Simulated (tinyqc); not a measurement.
Trap-assisted generation and recombination current of an abrupt junction: one step, computed by the program tinyqc.

Depletion approximation, flat quasi-Fermi levels across the depleted layer, long neutral regions with minority lifetimes tau_n and tau_p, full ionisation and Boltzmann statistics. Voltages in exponents stand for e V.

Task: Depleted layer under reverse bias. W = sqrt(2 eps eps_0 (V_bi - V)(1/N_A + 1/N_D)/e), x_p = W N_D/(N_A + N_D), x_n = W - x_p, peak field F_m = 2 (V_bi - V)/W; reverse bias means V = -V_r.

Inputs (values chosen for the exercise, with bands and screening modelled on GaP):
```
quantity,value,unit
dielectric constant eps,10.9,-
acceptor density N_A,8.1e+17,cm^-3
donor density N_D,2.8e+17,cm^-3
reverse bias V_r,0.6,V
temperature T,300,K
```

Field enhancement: none.

V_bi = 2.041371 V

Constants: eps_0 = 8.8541878128e-12 F/m; e = 1.602176634e-19 C.

Give: W; x_p; x_n; peak field F_m.

Result:

W = 123.7 nm

x_p = 31.77 nm

x_n = 91.90 nm

peak field F_m = 4.272e+05 V/cm
